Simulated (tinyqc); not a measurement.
Comparisons within one model: Slater-Koster d bands of a bcc metal. A value that a table varies takes the place of the one given here.

Slater-Koster d bands. For a bond with direction cosines (l, m, n) the 5 x 5 block is dds Ps + ddp Pp + ddd (1 - Ps - Pp), the projectors on sigma, pi and delta states about the bond; for instance <xy|xy> = 3 l^2 m^2 dds + (l^2 + m^2 - 4 l^2 m^2) ddp + (n^2 + l^2 m^2) ddd, <xy|yz> = 3 l m^2 n dds + l n (1 - 4 m^2) ddp + l n (m^2 - 1) ddd and <3z2-r2|3z2-r2> = (n^2 - (l^2 + m^2)/2)^2 dds + 3 n^2 (l^2 + m^2) ddp + (3/4)(l^2 + m^2)^2 ddd. H(k) sums the blocks times cos(k.R) over the neighbours; the d level is the zero of energy; k in 2 pi/a.

Neighbours: eight at (a/2)(1,1,1) and equivalents, and six at a(1,0,0) and equivalents with the integrals times f2.

Mesh: k = f1 b1 + f2 b2 + f3 b3 with fractions (j + 1/2)/N, j = 0 to N - 1, and b = (-1,1,1), (1,-1,1), (1,1,-1) for fcc, (0,1,1), (1,0,1), (1,1,0) for bcc, unit vectors for simple cubic. The lowest Nd/10 of all levels are filled with two electrons each; the bond energy is their sum per atom.

Inputs chosen for the exercise (of the size met in Fe; shifted at random, so the results belong to these values and not to a real crystal):

| symbol | value | unit | meaning |
|---|---|---|---|
| dds | -0.749 | eV | dd sigma |
| ddp | 0.517 | eV | dd pi |
| ddd | -0.127 | eV | dd delta |
| f2 | 0.487 |  | factor on all three integrals for second neighbours |
| N | 10 |  | mesh |

## Band filling: full bands against the rectangular model

W = sqrt(12 mu2) with mu2 the mean square level on the mesh; rectangular model: Fermi level W (Nd/10 - 1/2), bond energy -W Nd (10 - Nd)/20. The Fermi level of the mesh is the highest filled level.

Per atom (eV):

| Nd | EF, bands | bond energy, bands | EF, rectangle | bond energy, rectangle |
|---|---|---|---|---|
| 1 | -1.963 | -2.302 | -2.020 | -2.273 |
| 2 | -1.665 | -4.094 | -1.515 | -4.040 |
| 3 | -1.250 | -5.565 | -1.010 | -5.303 |
| 4 | -0.658 | -6.505 | -0.505 | -6.060 |
| 5 | 0.479 | -6.445 | 0.000 | -6.313 |
| 6 | 0.916 | -5.724 | 0.505 | -6.060 |
| 7 | 1.104 | -4.718 | 1.010 | -5.303 |
| 8 | 1.300 | -3.526 | 1.515 | -4.040 |
| 9 | 1.737 | -2.061 | 2.020 | -2.273 |

W = 5.050 eV
full width on the mesh = 5.918 eV

What does this show, and why?

The bond energy is deepest at Nd = 4 (-6.505 eV); the rectangle has its minimum at 5. The two differ most at Nd = 7, by 0.585 eV or 9 % of the deepest value: the second moment fixes the parabola, and higher moments the rest. At Nd = 3 and 7 the bands give -5.565 and -4.718 eV, a skew towards less than half filling.

## Which lattice a d-band metal prefers

fcc has twelve neighbours, bcc eight and six (the six times f2), simple cubic six. The integrals of bcc and sc are scaled so that all three have the second moment of fcc, which stands for equal repulsion (structural energy difference theorem). s and p electrons are left out.

Bond energy per atom:

| Nd | fcc (eV) | bcc - fcc (meV) | sc - fcc (meV) |
|---|---|---|---|
| 1 | -2.756 | 157 | 5 |
| 2 | -4.765 | 145 | 97 |
| 3 | -6.246 | -34 | 334 |
| 4 | -7.048 | -293 | 451 |
| 5 | -7.159 | -115 | 354 |
| 6 | -6.667 | 208 | 71 |
| 7 | -5.636 | 312 | -276 |
| 8 | -4.167 | 187 | -502 |
| 9 | -2.252 | -74 | -498 |

scale factors: bcc 1.1285, sc 1.4142

mu3/mu2^1.5: fcc -0.257, bcc -0.248, sc 0.000

mu4/mu2^2: fcc 1.834, bcc 1.686, sc 2.182

largest change of a difference when N is raised to 14 = 13 meV

What does this show, and why?

fcc is lowest for Nd = 1, 2 and 6. bcc is lowest for Nd = 3, 4 and 5. sc is lowest for Nd = 7, 8 and 9. bcc gains most on fcc at Nd = 4 (-293 meV). A small fourth moment marks a two-peaked band, which tends to favour fillings near one half; bcc has -8 % against fcc, and at Nd = 5 it lies -115 meV from fcc (differences of a few tens of meV are within the error of the mesh; hcp is left out, and this d-only model can miss the lattice of the real metal). The third moments, from three-membered rings, skew the bands. That simple cubic wins anywhere comes from keeping d bands and equal second moments alone; no transition metal takes it. Differences below about 13 meV are within the error of this mesh, and the s and p electrons left out weigh most where the d band is nearly empty or full.

## What each integral does

Levels at Gamma, E(t2g) = (8/3) dds + (16/9) ddp + (32/9) ddd + f2 (4 ddp + 2 ddd), E(eg) = (16/3) ddp + (8/3) ddd + f2 (3 dds + 3 ddd), and W = sqrt(12 mu2), the width of a rectangular band with the same second moment mu2 = z (dds^2 + 2 ddp^2 + 2 ddd^2)/5, z = 8 + 6 f2^2. Each row changes one parameter from the base and keeps the others.

Results:

| case | t2g (eV) | eg (eV) | W (eV) |
|---|---|---|---|
| base | -0.6464 | 1.1388 | 5.0504 |
| dds = -0.6366 eV | -0.3466 | 1.3030 | 4.6887 |
| ddp = 0.4395 eV | -0.9351 | 0.7255 | 4.7067 |
| ddd = -0.146 eV | -0.7324 | 1.0604 | 5.0735 |
| f2 = 0.4139 | -0.7790 | 1.3309 | 4.9434 |

How do the results move?

The largest shifts from the base row, up to three for each result and ties (the steps differ in size, so this ranks the rows, not the parameters). t2g (eV): dds +0.2997, ddp -0.2887, f2 -0.1326. eg (eV): ddp -0.4133, f2 +0.1921, dds +0.1642. W (eV): dds -0.3616, ddp -0.3436, f2 -0.1070. The ratio of the shifts of t2g and eg names the integral: it is the ratio of the coefficients in the two formulas.

(tinyqc, `OMP_NUM_THREADS=1 python tinyqc.py 1451008 1451009 out.jsonl`, Intel(R) Xeon(R) Processor @ 2.30GHz, 1 thread, shared host, about 0.03 s.)
